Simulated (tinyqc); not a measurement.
Short-channel transistor, virtual-source model with series resistance: one step of the calculation.

The current per gate width is the charge at the top of the source barrier (the virtual source) times its velocity times a saturation function; al and be are fitting constants of the model. Units: I in uA/um, Rs in ohm um, so I Rs = 1e-6 I Rs in volts; Q in uC/cm^2, so I = 1e-4 Q vx0 Fsat with vx0 in cm/s.

Question. What the series resistance costs. Intrinsic voltages Vg' = Vgs - I Rs, Vd' = Vds - 2 I Rs. n = n0 + nd Vd', VT = VT0 - dl Vd', Ff = 1/(1 + exp((Vg' - VT + al Vt/2)/(al Vt))), Q = Cinv n Vt ln(1 + exp((Vg' - VT + al Vt Ff)/(n Vt))), Vdsat = (vx0 L/mu)(1 - Ff) + Vt Ff, Fsat = u/(1 + u^be)^(1/be) with u = Vd'/Vdsat, and I = Q vx0 Fsat per width. I0 is the current for Rs = 0. Effective velocity I/Q; transit time L Q/I.

Parameters, values chosen for the exercise: temperature T = 300 K; inversion capacitance Cinv = 3.56 uF/cm^2; velocity at the virtual source vx0 = 1.27e7 cm/s; apparent mobility mu = 220 cm^2/(V s); channel length L = 90 nm; threshold at zero drain voltage VT0 = 0.344 V; drain-induced barrier lowering dl = 0.132 V/V; subthreshold factor n0 = 1.2; growth of n with drain voltage nd = 0 1/V; threshold shift (in units of Vt) from weak to strong inversion al = 3.5; sharpness of saturation be = 2; series resistance of each contact Rs = 70 ohm um; gate voltage Vgs = 0.8 V; drain voltage Vds = 0.05 V.

Constants: q = 1.602176634e-19 C, kB = 1.380649e-23 J/K, Vt = kB T/q. Results are converted to the units shown.

converged I = 126.94403 uA/um
I0 = 201.18844 uA/um

Wanted: loss against I0; effective velocity; transit time.

Answer.

loss against I0 = 36.90 %
effective velocity = 7.894e5 cm/s
transit time = 11.40 ps

Computed by the program tinyqc: `OMP_NUM_THREADS=1 python tinyqc.py 2380038 2380039 out.jsonl`, one thread of a shared Intel Xeon 2.30GHz, about 0.01 s for the whole run.
